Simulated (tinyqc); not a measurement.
Surface potential of a MOS transistor: implicit equation and explicit approximations: one step of the calculation.

p-type body, charge-sheet picture, depletion and inversion only, full ionisation (an idealisation for deep acceptors), Boltzmann statistics (rough once Na exp(x - xn) passes about Nc/7). In units of Vt: xg = (Vg - Vfb)/Vt, x = psi/Vt, G = gamma/sqrt(Vt), xn = (2 phiF + Vc)/Vt. The implicit equation is (xg - x)^2 = G^2 [x - 1 + exp(x - xn)] for x above about 3. Cox = eps0 eox/tox.

Task. Scales. ni = sqrt(Nc Nv) exp(-Eg/(2 Vt)), Eg in volts; phiF = Vt ln(Na/ni); gamma = sqrt(2 q eps0 eps_r Na)/Cox; VT = Vfb + Vt (xn + G sqrt(xn - 1)).

Inputs (values chosen for the exercise); band and dielectric values those of a made-up semiconductor:
```
symbol,value,unit,meaning
T,300,K,temperature
Eg,1.28,eV,band gap
eps_r,9.3,,relative permittivity
Nc,2.39e19,cm^-3,conduction-band density of states at T
Nv,2.12e19,cm^-3,valence-band density of states at T
eox,3.9,,relative permittivity of the gate insulator (close to silicon dioxide)
tox,7.9,nm,insulator thickness
Na,1.7e16,cm^-3,acceptor density
Vfb,-0.94,V,flat-band voltage
Vc,1,V,channel-body voltage
Vg,1,V,gate-body voltage
```

Constants: q = 1.602176634e-19 C, kB = 1.380649e-23 J/K, Vt = kB T/q, eps0 = 8.8541878128e-14 F/cm where lengths are in cm. Results are converted to the units shown.

Find: phiF; gamma; G; xn; VT; xg.

Result.

phiF = 0.4542 V
gamma = 0.1532 V^0.5
G = 0.9530
xn = 73.82
VT = 1.179 V
xg = 75.04

Computed by the program tinyqc: `OMP_NUM_THREADS=1 python tinyqc.py 2122063 2122064 out.jsonl`, one thread of a shared Intel Xeon 2.30GHz, about 0.01 s for the whole run.
